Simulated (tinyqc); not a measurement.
# Depth and level of a trap from the time ratio

Inverse problem. For an oxide trap tc/te = exp(E/Vt) with E = E0 - dpsi - (xt/tox)(Vg - VT - dpsi), dpsi being the rise of the surface potential above its value at threshold. Find xt and E0, and the depth that would be read if dpsi were ignored.

Parameters, values chosen for the exercise:
```
symbol,value,unit,meaning
T,300,K,temperature
tox,2.3,nm,insulator thickness
```

Constants: q = 1.602176634e-19 C, kB = 1.380649e-23 J/K, Vt = kB T/q. Results are converted to the units shown.

Vg - VT (V): 0  0.15
tc/te: 3.1913749  0.17907296
dpsi (V): 0  0.045342318

Answer. E + dpsi is a straight line in the oxide voltage Vg - VT - dpsi with slope -xt/tox and intercept E0. Ignoring dpsi assigns the motion of the bands to the trap and overstates its depth.

xt = 0.6400 nm
E0 = 0.03000 eV
depth read without dpsi = 1.142 nm

Computed by the program tinyqc: `OMP_NUM_THREADS=1 python tinyqc.py 2710159 2710160 out.jsonl`, one thread of a shared Intel Xeon 2.30GHz, about 0.01 s for the whole run.
